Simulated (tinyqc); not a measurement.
# Strain, valley repopulation and piezoresistance in a many-valley conduction band, step by step

A worked calculation. Computed by tinyqc, a small Python program that keeps every step. Command: `OMP_NUM_THREADS=1 python tinyqc.py 3014252 3014253 out.jsonl valleys walk`. One thread of a shared host (Intel(R) Xeon(R) Processor @ 2.30GHz), about 0.03 s of CPU time with the checks. Intermediate numbers are printed to about 5 digits and carried at full precision; extremes and crossings named in words are read from the listed rows.

Valleys are ellipsoids with mass m_l along the axis a and m_t across it, parabolic, with one constant relaxation time; strain shifts the valleys and leaves the masses alone. Currents are taken along [100], in the plane, and along [001], across the plane.

Inputs (values chosen for the exercise, modelled on silicon):

| quantity | value | unit |
|---|---|---|
| longitudinal mass m_l | 0.891 | m_0 |
| transverse mass m_t | 0.185 | m_0 |
| shear deformation potential Xi_u | 9.39 | eV |
| dilation deformation potential Xi_d | 1.1 | eV |
| C11 | 166 | GPa |
| C12 | 64.1 | GPa |
| C44 | 80.3 | GPa |
| stress X (tension positive) | -350 | MPa |
| electron density n | 5.1e+15 | 1/cm^3 |
| relaxation time tau | 280 | fs |
| temperature T | 200 | K |

Valley axes: <100> (6 valleys in 3 pairs). Load: biaxial in the (001) plane.

Constants: k_B = 8.617333262e-05 eV/K; m_0 = 9.1093837015e-31 kg; k_B = 1.380649e-23 J/K; hbar = 1.054571817e-34 J s; e = 1.602176634e-19 C.

## Strain

Compliances S11 = (C11 + C12)/((C11 - C12)(C11 + 2 C12)), S12 = -C12/((C11 - C12)(C11 + 2 C12)), S44 = 1/C44; stress sigma_xx = sigma_yy = X, all else 0; e_xx = S11 sigma_xx + S12 (sigma_yy + sigma_zz), e_xy = S44 sigma_xy/2 (tensor strain).

strain tensor (%):
```
          x         y        z
x  -0.19380   0.00000  0.00000
y   0.00000  -0.19380  0.00000
z   0.00000   0.00000  0.14967
```

## Valley shifts

Herring-Vogt shift of a valley with unit axis a: dE = Xi_d tr(e) + Xi_u a.e.a.

shifts dE (meV): x -20.815, y -20.815, z 11.437

splitting (highest minus lowest) = 32.252 meV

Lowest: x, y; the splitting is 1.87 k_B T.

## Populations

Each of the 6 valleys holds n_v = N_v (2/sqrt(pi)) F_1/2((E_F - dE_v)/(k_B T)), N_v = 2 (m_d k_B T/(2 pi hbar^2))^(3/2), m_d = (m_l m_t^2)^(1/3); E_F solves sum n_v = n and is counted from the unstrained edge. F_j(eta) = int_0^infinity x^j/(1 + exp(x - eta)) dx, without a gamma-function factor. It is evaluated after integrating by parts. Integrals over x = E/(k_B T) use 160 Gauss-Legendre points in u = sqrt(x) from 0 to sqrt(max(eta, 0) + 32).

Fermi level E_F = -151.94 meV

share of the electrons (per pair): x 0.46427, y 0.46427, z 0.07147

## Mobility tensor and resistance change

Mobility tensor mu = e tau sum_v (n_v/n) [1/m_t + (1/m_l - 1/m_t) a a^T]; unstrained mu_0 = e tau (1/m_l + 2/m_t)/3; resistivity along d from the inverse tensor, rho_d = d.mu^-1.d/(n e), mobility along d = 1/(d.mu^-1.d); gauge pi_d = (rho_d/rho_0 - 1)/X.

mobility tensor (cm^2/(V s)):
```
        x       y       z
x  1682.7     0.0     0.0
y     0.0  1682.7     0.0
z     0.0     0.0  2511.3
```

unstrained mobility mu_0 = 1958.9 cm^2/(V s)

mobility along the first direction = 1682.7 cm^2/(V s)

mobility along the second direction = 2511.3 cm^2/(V s)

resistance change along the first direction = 16.412 %

resistance change along the second direction = -21.995 %

The mobility lies between e tau/m_l = 553 and e tau/m_t = 2660; the trace stays at 3 mu_0. Along the first direction the filled valleys present more of their heavy mass.

## Linear piezoresistance coefficients

With eta_0 the reduced Fermi level without strain, r = F_-1/2(eta_0)/(2 F_1/2(eta_0)) (1 for a classical gas) and c = r (Xi_u/k_B T) (m_l - m_t)/(2 m_l + m_t): pi11 = -(2/3) c (S11 - S12), pi12 = -pi11/2, pi44 = 0, with S11 - S12 = 1/(C11 - C12).

eta_0 = -7.9395

degeneracy factor r = 0.99987

pi11 = -127.92 1e-11/Pa

pi12 = 63.961 1e-11/Pa

pi44 = 0 1e-11/Pa

The gas is classical, so the coefficients follow 1/T.

## Full result against the linear law

Linear theory: pi = pi11 + pi12 in the plane and 2 pi12 across it.

Resistance changes (%); at 2000 MPa the strain is near or above 1 %, where band warping, left out here, matters:

| X (MPa) | splitting (meV) | largest share | first direction | linear | second direction | linear |
|---|---|---|---|---|---|---|
| -2000 | 184.30 | 0.49999 | 21.870 | 127.92 | -26.41 | -255.84 |
| -1000 | 92.15 | 0.49881 | 21.681 | 63.96 | -26.27 | -127.92 |
| -400 | 36.86 | 0.47218 | 17.579 | 25.58 | -23.02 | -51.17 |
| -150 | 13.82 | 0.40842 | 8.796 | 9.59 | -13.92 | -19.19 |
| -50 | 4.61 | 0.36161 | 3.140 | 3.20 | -5.74 | -6.40 |
| 50 | 4.61 | 0.39512 | -3.219 | -3.20 | 7.13 | 6.40 |
| 150 | 13.82 | 0.52716 | -9.449 | -9.59 | 26.38 | 19.19 |
| 400 | 36.86 | 0.80927 | -20.397 | -25.58 | 105.12 | 51.17 |
| 1000 | 92.15 | 0.99056 | -26.136 | -63.96 | 242.09 | 127.92 |
| 2000 | 184.30 | 0.99995 | -26.411 | -127.92 | 254.35 | 255.84 |

Along the first direction the linear law holds within 10 % for 4 of the 10 stresses, at -150, -50.0, 50.0, 150 MPa. At the largest compression the full change is +21.9 % against the linear +127.9 %, at the largest tension -26.4 % against -127.9 %: once the splitting is comparable with k_B T (or E_F) the populations no longer follow it linearly, and the change must saturate when the upper valleys are empty.

Checks made by the program: trace of the tensor against 3 mu_0 (relative difference below 1e-10); linear coefficients against the full calculation at 0.01 MPa (relative difference 2e-05).
